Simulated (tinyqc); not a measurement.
Worked calculation: geometry optimisation on the unrestricted B3LYP (VWN-RPA form)/6-31g surface (energies and gradients from PySCF), for H2-, spin multiplicity 2. The basis has no diffuse functions, so it cannot describe the extra electron: this is an exercise in the method, not the real anion. Computed by tinyqc, a small Python program that keeps every step (integrals from PySCF). Settings: charge = -1, multiplicity = 2, basis = 6-31g, functional = b3lyp, optimiser = bfgs, first Hessian = 0.3, largest step = 0.3, iteration cap = 30. Command: `OMP_NUM_THREADS=1 python tinyqc.py 28314 28315 out.jsonl` (the two numbers bound the seeds that draw the settings). One thread of a shared host (Intel(R) Xeon(R) Processor @ 2.60GHz), about 3 s of CPU time with the checks.

## Step 1: energy and gradient

positions at the start (bohr):
```
         x       y       z
1H  0.0000  0.0000  0.0000
2H  0.0000  0.0000  1.4570
```

Self-consistent energy and analytic gradient at these positions.

energy = -0.969958 hartree

gradient (hartree/bohr):
```
           x         y          z
1H  0.000000  0.000000   0.114762
2H  0.000000  0.000000  -0.114762
```

## Step 1: move

Quasi-Newton step p = -H^(-1) g (first H = 0.3 times the unit matrix); steps longer than 0.3 bohr are cut back (factor 0.555 here).

positions after step 1 (bohr):
```
         x       y        z
1H  0.0000  0.0000  -0.2121
2H  0.0000  0.0000   1.6691
```

## Step 2: energy and gradient

As before.

energy = -1.000479 hartree

gradient (hartree/bohr):
```
           x         y          z
1H  0.000000  0.000000   0.043213
2H  0.000000  0.000000  -0.043213
```

## Step 2: move

inverse Hessian in use (bohr^2/hartree), lower triangle:
```
        1       2       3       4       5       6
1  3.3333
2  0.0000  3.3333
3  0.0000  0.0000  3.1491
4  0.0000  0.0000  0.0000  3.3333
5  0.0000  0.0000  0.0000  0.0000  3.3333
6  0.0000  0.0000  0.1842  0.0000  0.0000  3.1491
```

Quasi-Newton step p = -H^(-1) g (the inverse Hessian comes from BFGS updates; coordinates in the order x, y, z of each atom); steps longer than 0.3 bohr are cut back.

positions after step 2 (bohr):
```
         x       y        z
1H  0.0000  0.0000  -0.3403
2H  0.0000  0.0000   1.7972
```

## Step 3: energy and gradient

As before.

energy = -1.009059 hartree

gradient (hartree/bohr):
```
           x         y          z
1H  0.000000  0.000000   0.025300
2H  0.000000  0.000000  -0.025300
```

## Step 3: move

inverse Hessian in use (bohr^2/hartree), lower triangle:
```
        1       2        3       4       5       6
1  3.3333
2  0.0000  3.3333
3  0.0000  0.0000   5.2428
4  0.0000  0.0000   0.0000  3.3333
5  0.0000  0.0000   0.0000  0.0000  3.3333
6  0.0000  0.0000  -1.9095  0.0000  0.0000  5.2428
```

As before.

positions after step 3 (bohr):
```
         x       y        z
1H  0.0000  0.0000  -0.5212
2H  0.0000  0.0000   1.9782
```

## Convergence

Stop when the largest gradient component is below 3e-5 hartree/bohr. The inverse Hessian follows the BFGS update with s = step, y = change of gradient.

Course of the optimisation:
```
step  E (hartree)  largest gradient (hartree/bohr)
1       -0.969958                         1.15e-01
2       -1.000479                         4.32e-02
3       -1.009059                         2.53e-02
4       -1.015328                         1.08e-02
5       -1.017343                         4.58e-03
6       -1.017943                         1.66e-03
7       -1.018061                         4.77e-04
8       -1.018073                         8.19e-05
9       -1.018074                         5.38e-06
```

Final distances (angstrom):
```
pair   distance
2H-1H    1.6596
```

Converged in 9 steps.
